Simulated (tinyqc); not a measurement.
# Conduction-band offset of an n-N heterojunction from carrier-profile moments, step by step

Computed by the program tinyqc: `OMP_NUM_THREADS=1 python tinyqc.py 2410167 2410168 out.jsonl`, one thread of a shared Intel Xeon 2.30GHz, about 0.1 s for the whole run. Printed values are rounded.

Layer 1 (x < 0) accumulates electrons and layer 2 (x > 0) is depleted. Boltzmann statistics. The bands bend down by V1 in layer 1 and up by V2 in layer 2, with V1 + V2 = VD = dE + Vt ln[(N2/Nc2)/(N1/Nc1)].

Parameters, values chosen for the exercise; values of the order of III-V alloys:
```
symbol   value   unit                                      meaning
T          300      K                                  temperature
eps_r     12.6                relative permittivity of both layers
Nc1     4.1e17  cm^-3  density of states of the narrow-gap layer 1
Nc2     7.7e17  cm^-3    density of states of the wide-gap layer 2
dE         0.1     eV                       conduction-band offset
N1      4.9e15  cm^-3                     donor density in layer 1
N2      2.5e16  cm^-3                     donor density in layer 2
si           0  cm^-2                fixed charge at the interface
```

Constants: q = 1.602176634e-19 C, kB = 1.380649e-23 J/K, Vt = kB T/q, eps0 = 8.8541878128e-14 F/cm where lengths are in cm. Results are converted to the units shown.

## Division of the diffusion potential

Sheet densities from the first integral: Q1 = sqrt((2 eps0 eps_r Vt N1/q)(exp(u1) - u1 - 1)) extra electrons, Q2 = sqrt((2 eps0 eps_r Vt N2/q)(exp(-u2) + u2 - 1)) missing ones, u = V/Vt; neutrality Q1 = Q2 + si. Q1 - Q2 rises steadily with V1, so V1 follows by bisection.

VD = 0.125837 V
V1 = 0.0625637 V
V2 = 0.0632729 V
Q1 = 1.17504e11 cm^-2
n at x = 0- = 5.51088e16 cm^-3
n at x = 0+ = 2.16273e15 cm^-3

n drops across the interface by 25.5 = (Nc1/Nc2) exp(dE/Vt).

## Electron profile

| left point | -x (nm) |
|---|---|
| 0 | 0 |
| 1 | 1.4 |
| 2 | 8.5 |
| 3 | 24.4 |
| 4 | 51.5 |
| 5 | 92 |
| 6 | 148 |
| 7 | 221 |
| 8 | 312 |
| 9 | 424 |

| right point | x (nm) |
|---|---|
| 0 | 0 |
| 1 | 13.5 |
| 2 | 33.2 |
| 3 | 56.3 |
| 4 | 81.8 |
| 5 | 109 |
| 6 | 139 |
| 7 | 169 |
| 8 | 201 |
| 9 | 235 |

Integrate the field q Q(V)/(eps0 eps_r) away from the interface on each side; n = N exp(+/- V/Vt).

| left point | n in layer 1 (cm^-3) |
|---|---|
| 0 | 5.51088e16 |
| 1 | 5.04291e16 |
| 2 | 3.44168e16 |
| 3 | 1.91292e16 |
| 4 | 1.08252e16 |
| 5 | 7.16049e15 |
| 6 | 5.66354e15 |
| 7 | 5.11373e15 |
| 8 | 4.94658e15 |
| 9 | 4.90730e15 |

| right point | n in layer 2 (cm^-3) |
|---|---|
| 0 | 2.16273e15 |
| 1 | 4.66786e15 |
| 2 | 1.00248e16 |
| 3 | 1.64350e16 |
| 4 | 2.11110e16 |
| 5 | 2.34863e16 |
| 6 | 2.44912e16 |
| 7 | 2.48321e16 |
| 8 | 2.49489e16 |
| 9 | 2.49856e16 |

## Offset from the moments

A C-V profile smears n(x) but keeps its zeroth and first moments: si = -int (N - n) dx, VD = (q/(eps0 eps_r)) int (N - n) x dx, dE = VD - Vt ln[(N2/Nc2)/(N1/Nc1)]. Use the trapezoidal rule on each side.

si = 6.68374e9 cm^-2
VD = 0.125219 V
dE = 0.0993819 eV

On these few points dE comes out -0.62 meV from the true 0.1 eV, and si misses by 6.7e9 cm^-2, 5.7 % of Q1.
